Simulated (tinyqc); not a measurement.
Raman shift of the zone-centre optical phonon of a diamond-structure crystal under stress: one step, computed by the program tinyqc. Command: `OMP_NUM_THREADS=1 python tinyqc.py 3020864 3020865 out.jsonl ramanstress walk`. One thread of a shared host (Intel(R) Xeon(R) Processor @ 2.30GHz), about 0.01 s of CPU time with the checks.

Axes x, y, z are the cube axes. Strain shifts the threefold optical mode and can split it; p, q and r are the phonon deformation potentials.

Problem. Mean shift and Grueneisen parameter. gamma = -(p + 2q)/(6 omega_0^2); the mean of the three shifts is -gamma omega_0 x (volume strain).

Inputs (values chosen for the exercise, modelled on germanium): unstrained frequency omega_0 = 300.5 1/cm; p/omega_0^2 = -1.54; q/omega_0^2 = -1.88.

Stress state: biaxial. Axis: [001].

volume strain = 3.634107 per mille

Give: mode Grueneisen parameter gamma; mean shift.

Solution.

mode Grueneisen parameter gamma = 0.8833

mean shift = -0.9646 1/cm
